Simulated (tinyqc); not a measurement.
What moves the results: Boltzmann transport in a parabolic band with a power-law relaxation time. A value that a table varies takes the place of the one given here.

F_j(eta) = (1/Gamma(j + 1)) integral_0^infinity x^j dx/(1 + exp(x - eta)), which tends to exp(eta) for eta << 0.

n = N F_1/2(eta) with N = 2 (m kB T/(4 pi c))^(3/2) with c = hbar^2/2m0, in 1/angstrom^3; times 1e24 for 1/cm^3, m = md.

tau = tau0 x^r with x = E/kT. With K_j = Gamma(j + 1) F_j(eta): <tau> = tau0 (r + 3/2) K_(r+1/2)/((3/2) K_(1/2)); mu = <tau>/(mc m0/e), m0/e = 5.685630e-12 kg/C; Hall factor rH = (3/2) K_(1/2) (2r + 3/2) K_(2r+1/2)/((r + 3/2) K_(r+1/2))^2; Seebeck S = -(kB/e) [(r + 5/2) K_(r+3/2)/((r + 3/2) K_(r+1/2)) - eta]; Lorenz number L = (kB/e)^2 [(r + 7/2) K_(r+5/2)/((r + 3/2) K_(r+1/2)) - ((r + 5/2) K_(r+3/2)/((r + 3/2) K_(r+1/2)))^2]; kB/e in V/K. Valley anisotropy is left out of rH.

Constants: hbar^2/2m0 = 3.80998211 eV angstrom^2; kB = 8.617333262e-05 eV/K.

Values chosen for the exercise (masses near those of Ge; tau0 is set for a mobility of the usual size at this n, kL is a free input; freeze-out and phonon drag, which matter near 77 K, are left out; not measured data): md = 0.542 m0 (density-of-states mass); mc = 0.1182 m0 (conductivity mass); tau0 = 35 fs (tau at E = kT); r = -0.5 (exponent of tau); T = 300 K; kL = 91 W/(m K) (lattice thermal conductivity); ta = 64 fs (acoustic tau at E = kT and 300 K); ti = 16 fs (impurity tau at E = kT and 300 K); n = 2.5e+19 1/cm^3 (electron density).

## Doping: the thermoelectric optimum

tau0 is held fixed. sigma = e n mu with e = 1.602176634e-19 C; ZT = S^2 sigma T/(kL + L sigma T).

Results:

| n (1/cm^3) | eta | mu (cm^2/(V s)) | sigma (S/cm) | rH | S (microvolt/K) | L (1e-8) | S^2 sigma (mW/(m K^2)) | ZT |
|---|---|---|---|---|---|---|---|---|
| 1.0e+17 | -4.60 | 391 | 6.27 | 1.177 | -569 | 1.487 | 0.203 | 0.00067 |
| 3.0e+17 | -3.50 | 390 | 18.7 | 1.176 | -475 | 1.491 | 0.423 | 0.0014 |
| 1.0e+18 | -2.27 | 386 | 61.9 | 1.171 | -372 | 1.503 | 0.857 | 0.0028 |
| 3.0e+18 | -1.10 | 376 | 181 | 1.159 | -280 | 1.538 | 1.42 | 0.0047 |
| 6.0e+18 | -0.30 | 362 | 348 | 1.143 | -224 | 1.587 | 1.74 | 0.0057 |
| 1.0e+19 | 0.35 | 346 | 554 | 1.125 | -184 | 1.647 | 1.88 | 0.0062 |
| 3.0e+19 | 2.12 | 292 | 1.40e+03 | 1.074 | -109 | 1.872 | 1.66 | 0.0054 |
| 5.0e+19 | 3.27 | 259 | 2.08e+03 | 1.050 | -81 | 2.017 | 1.35 | 0.0044 |
| 1.0e+20 | 5.45 | 214 | 3.43e+03 | 1.024 | -51 | 2.210 | 0.908 | 0.0029 |
| 3.0e+20 | 11.59 | 152 | 7.29e+03 | 1.006 | -24 | 2.383 | 0.436 | 0.0014 |

How do the results move?

|S| falls by 197 microvolt/K from the first to the third row (198 a decade in the non-degenerate range; holes, which count near the intrinsic density, and non-parabolicity are left out). The power factor peaks at 1e+19 1/cm^3 of those listed (eta = 0.35, S = -184); ZT is largest at 1e+19 1/cm^3 (eta = 0.35). mu changes by a factor 0.39 over the table and rH goes from 1.177 to 1.006. A real tau0 would fall with doping.

## The scattering mechanism

eta = 1.76899

Same eta for each exponent.

Results:

| r | mechanism | <tau>/tau0 | rH | S (microvolt/K) | L (1e-8 W ohm/K^2) |
|---|---|---|---|---|---|
| -0.5 | acoustic phonons | 0.580 | 1.083 | -120.1 | 1.825 |
| 0.0 | a constant relaxation time | 1.000 | 1.000 | -154.0 | 2.021 |
| 0.5 | polar optical or piezoelectric scattering | 1.835 | 1.056 | -187.0 | 2.248 |
| 1.5 | ionised impurities | 7.230 | 1.500 | -253.2 | 2.786 |

What can be read from the table?

From r = -1/2 to 3/2 |S| grows by 133.2 microvolt/K, against 2 kB/e = 172.3 in the non-degenerate limit: scattering that favours fast electrons raises the mean energy carried. rH is 1 only for constant tau and reaches 1.500 for r = 3/2; L spans 1.825 to 2.786 against the metallic 2.443.

## Mobility against temperature (two scattering mechanisms together, and the Matthiessen rule)

Non-degenerate electrons. 1/tau(x) = x^(1/2)/tA + 1/(tI x^(3/2)), x = E/kT, with tA = ta (T/300)^(-3/2) and tI = ti (T/300)^(3/2) (the screening logarithm is held fixed). <tau> = integral x^(3/2) tau exp(-x) dx/Gamma(5/2); mu = <tau>/(mc m0/e), m0/e = 5.685630e-12 kg/C. Matthiessen: 1/mu = 1/muA + 1/muI with <tau>A = tA Gamma(2)/Gamma(5/2), <tau>I = tI Gamma(4)/Gamma(5/2).

rH = <tau^2>/<tau>^2. ta and ti are inputs of their own, not tied to tau0.

Mobilities (cm^2/(V s)):

| T (K) | acoustic | impurity | Matthiessen | exact | rH | Matthiessen/exact |
|---|---|---|---|---|---|---|
| 40 | 1.47e+04 | 52.3 | 52.1 | 51.7 | 1.899 | 1.008 |
| 60 | 8.01e+03 | 96.1 | 95.0 | 92.6 | 1.832 | 1.026 |
| 80 | 5.20e+03 | 148 | 144 | 136 | 1.736 | 1.057 |
| 120 | 2.83e+03 | 272 | 248 | 215 | 1.525 | 1.152 |
| 160 | 1.84e+03 | 419 | 341 | 270 | 1.358 | 1.261 |
| 220 | 1.14e+03 | 675 | 424 | 307 | 1.200 | 1.383 |
| 300 | 716 | 1.07e+03 | 430 | 302 | 1.096 | 1.422 |
| 400 | 465 | 1.65e+03 | 363 | 266 | 1.045 | 1.365 |
| 550 | 289 | 2.67e+03 | 260 | 208 | 1.029 | 1.254 |

How do the results move?

The exact mobility peaks at 220 K of those listed. The two mechanisms are equal between 220 and 300 K. The rule overestimates everywhere, most at 300 K (by 42 %), since impurities stop the slow electrons and phonons the fast ones. rH runs between 1.029 and 1.899; the pure limits are 1.178 and 1.933, and the mixture dips below both, since the opposite energy slopes of the two rates leave tau nearly constant. Optical and intervalley phonons, left out, lower real mobilities above about 150 K.

## What moves the coefficients

sigma = e n mu with e = 1.602176634e-19 C; ZT = S^2 sigma T/(kL + L sigma T). Each row changes one parameter from the base and keeps the others.

Results:

| case | mu (cm^2/(V s)) | sigma (S/cm) | S (microvolt/K) | ZT |
|---|---|---|---|---|
| base | 302.3 | 1211 | -120.1 | 0.00571 |
| md = 0.705 m0 | 323.3 | 1295 | -146.3 | 0.00907 |
| mc = 0.1537 m0 | 232.5 | 931.1 | -120.1 | 0.00440 |
| n = 5e+19 1/cm^3 | 259.2 | 2076 | -80.7 | 0.00439 |
| tau0 = 52.5 fs | 453.4 | 1816 | -120.1 | 0.00854 |
| kL = 45.5 W/(m K) | 302.3 | 1211 | -120.1 | 0.0113 |
| T = 350 K | 315.0 | 1262 | -135.1 | 0.00879 |

How do the results move?

The largest shifts from the base row, up to three for each result and ties (the steps differ in size, so this ranks the rows, not the parameters). mu (cm^2/(V s)): tau0 +151, mc -69.8, n -43.1; unchanged at the printed digits by kL. sigma (S/cm): n +866, tau0 +605, mc -280; unchanged at the printed digits by kL. S (microvolt/K): n +39.4, md -26.2, T -15.1; unchanged at the printed digits by mc, tau0 and kL. ZT: kL +0.00563, md +0.00336, T +0.00308. The row for T keeps tau0 fixed; for phonon scattering tau0 itself falls as T rises.

(tinyqc, `OMP_NUM_THREADS=1 python tinyqc.py 1681818 1681819 out.jsonl`, Intel(R) Xeon(R) Processor @ 2.30GHz, 1 thread, shared host, about 0.02 s.)
